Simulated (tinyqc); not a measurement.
Yield against design margin.

Cells fail independently with probability Q(k) = erfc(k/sqrt(2))/2 when the margin is k standard deviations, and Y = exp(-Nb Q(k)). phi = exp(-k^2/2)/sqrt(2 pi).  k = margin/s(dVT). With one spare that repairs any one cell, Y1 = exp(-x)(1 + x), x = Nb Q(k).

Values chosen for this exercise: number of cells Nb = 1048576.

s(dVT) = 47.5 mV

Result of one run:
```
k          Q(k)  expected failures x       Y      Y1
4.884  5.192e-7               0.5444  0.5802  0.8960
```

Which margin M gave this result: 232, 243, 286, 302 or 324 mV?

M = 232 mV.

The whole series:
```
M (mV)      k       Q(k)  expected failures x        Y      Y1
216     4.547   2.716e-6                2.848  0.05796  0.2230
232     4.884   5.192e-7               0.5444   0.5802  0.8960
243     5.116   1.562e-7               0.1638   0.8489  0.9880
254     5.347   4.462e-8              0.04679   0.9543  0.9989
270     5.684   6.571e-9             0.006890   0.9931   1.000
286     6.021  8.664e-10             9.085e-4   0.9991   1.000
302     6.358  1.023e-10             1.072e-4   0.9999   1.000
324     6.821  4.519e-12             4.738e-6    1.000   1.000
```

Over a change of the margin from 216 to 324 mV, k goes from 4.55 to 6.82, the expected failures fall by 5.8 decades and the yield goes from 0.0580 to 1.000. The spare helps most at M = 232 mV among the rows, where it lifts the yield from 0.580 to 0.896.

tinyqc, about 0.01 s, one thread, Intel Xeon 2.30GHz (shared host): `OMP_NUM_THREADS=1 python tinyqc.py 2090027 2090028 out.jsonl`
